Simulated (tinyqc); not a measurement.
Where in the gap a trap does harm: carrier lifetime from Shockley-Read-Hall, radiative, Auger and surface recombination. Computed by tinyqc, a small Python program. Command: `OMP_NUM_THREADS=1 python tinyqc.py 3005799 3005800 out.jsonl lifetime walk`. One thread of a shared host (Intel(R) Xeon(R) Processor @ 2.30GHz), about 0.01 s of CPU time with the checks.

Energies are counted from the top of the valence band. Boltzmann statistics, full ionisation, and equal excess densities of electrons and holes.

Inputs (values chosen for the exercise, for a model semiconductor): gap E_g = 0.647 eV; electron mass m_e = 0.0297 m_0; valleys M_c = 1; hole mass m_h = 0.303 m_0; temperature T = 250 K; doping N = 4.9e+14 cm^-3; trap level E_t = 0.306 eV; trap density N_t = 1.5e+14 cm^-3; electron cross-section sigma_n = 2.2e-17 cm^2; hole cross-section sigma_p = 8.4e-17 cm^2.

Doping: p-type. Surface term: none.

Constants: m_0 = 9.1093837015e-31 kg; k_B = 1.380649e-23 J/K; h = 6.62607015e-34 J s; k_B = 8.617333262e-05 eV/K.

Method:
- N_c = 2 M_c (2 pi m_e k_B T/h^2)^(3/2) and N_v = 2 (2 pi m_h k_B T/h^2)^(3/2), masses in units of m_0.
- n_i = sqrt(N_c N_v) exp(-E_g/2 k_B T); majority density N/2 + sqrt(N^2/4 + n_i^2), minority density n_i^2 over it.
- v = sqrt(3 k_B T/m) with m_e or m_h; tau_n0 = 1/(sigma_n v_n N_t), tau_p0 = 1/(sigma_p v_p N_t); n1 = N_c exp(-(E_g - E_t)/k_B T), p1 = N_v exp(-E_t/k_B T).
- Low injection: tau = [tau_p0 (n_0 + n1) + tau_n0 (p_0 + p1)]/(n_0 + p_0). Depleted region (n = p = 0): generation lifetime tau_g = (tau_p0 n1 + tau_n0 p1)/n_i. n1 = N_c exp(-(E_g - E_t)/k_B T), p1 = N_v exp(-E_t/k_B T).

tau_p0 = 4.09754e-06 s

n_0 = 5.75118e+07 cm^-3

N_c = 9.77091e+16 cm^-3

tau_n0 = 4.89820e-06 s

p_0 = 4.90000e+14 cm^-3

N_v = 3.18393e+18 cm^-3

n_i = 1.67871e+11 cm^-3

The same trap at other energies:
```
E_t (eV)  SRH lifetime (s)  generation lifetime (s)
0.039           5.2120e-03               1.5199e+01
0.097           3.5757e-04               1.0294e+00
0.162           2.2158e-05               5.0379e-02
0.226           5.7830e-06               2.5827e-03
0.291           4.9416e-06               1.2655e-04
0.324           4.9078e-06               2.8054e-05
0.356           4.9014e-06               9.4303e-06
0.421           4.9210e-06               6.6604e-05
0.485           5.3413e-06               1.2933e-03
0.550           1.3952e-05               2.6427e-02
0.608           1.3858e-04               3.9019e-01
```

What follows from these numbers?

The SRH lifetime (other channels left aside) stays within 10 % of its least value, among these rows, from E_t = 0.291 to 0.485 eV. The generation lifetime has a sharp minimum, among these rows at 0.356 eV and exactly at 0.363 eV, where tau_p0 n1 = tau_n0 p1, since generation needs two thermal jumps and the larger one rules. Caution: the trap density is not small against the doping, so trapped charge breaks the equality of the excess densities.

Extremes, crossings and ranges named in words are read from the listed rows.
